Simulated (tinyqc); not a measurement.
Lifetime against injection: Shockley-Read-Hall recombination through one deep level.

One level at Et with degeneracy 1: tn = 1/(sn vth Nt), tp = 1/(sp_ vth Nt), n1 = Nc exp((Et - Eg)/kT), p1 = Nv exp(-Et/kT), ni^2 = n1 p1. Equilibrium n0 = Nm, p0 = ni^2/Nm; n = n0 + dn, p = p0 + dn. U = (n p - ni^2)/(tp (n + n1) + tn (p + p1)), lifetime dn/U; emission rates en = sn vth n1, ep = sp_ vth p1.

Constants: kB = 8.617333262e-05 eV/K.

Values chosen for the exercise (gap and densities of states near those of Si at this temperature; the results hold for these values, not for the real material):
```
symbol  value     unit    meaning
Eg      1.083     eV      gap
Nc      5.04e+19  1/cm^3  conduction-band density of states
Nv      2.07e+19  1/cm^3  valence-band density of states
T       450       K
Et      0.742     eV      recombination level above Ev
Nt      4.9e+14   1/cm^3  defects
sn      4.4e-15   cm^2    electron capture cross-section
sp_     2.6e-15   cm^2    hole capture cross-section
vth     17000000  cm/s    thermal velocity, both carriers
Nm      2.3e+16   1/cm^3  equilibrium electrons for the lifetime steps
```

Recombination:
```
dn (1/cm^3)  lifetime (microsecond)  U (1/(cm^3 s))
1.0e+11                     0.06152        1.63e+18
1.0e+12                     0.06152        1.63e+19
1.0e+13                     0.06153        1.63e+20
1.0e+14                     0.06157        1.62e+21
1.0e+15                     0.06202        1.61e+22
1.0e+16                     0.06514        1.54e+23
1.0e+17                     0.07122        1.40e+24
1.0e+18                     0.07319        1.37e+25
```

The lifetime rises from 0.06152 to 0.07319 microsecond; tn + tp = 0.07346. At low injection it is tp (1 + n1/n0) + tn p1/n0 with n1/Nm = 0.33 and p1/Nm = 4.4e-06: re-emission lengthens it to 1.33 times the minority capture time. Auger and radiative paths are left out; they cut in at the highest injections, and in a doped direct-gap crystal the radiative one counts at all injections. dn = dp neglects trapped charge, which matters where the traps hold a charge comparable with dn, at low injection and with very unequal cross sections.

tinyqc: `OMP_NUM_THREADS=1 python tinyqc.py 1681955 1681956 out.jsonl`; about 0.01 s, one thread, shared Intel(R) Xeon(R) Processor @ 2.30GHz.
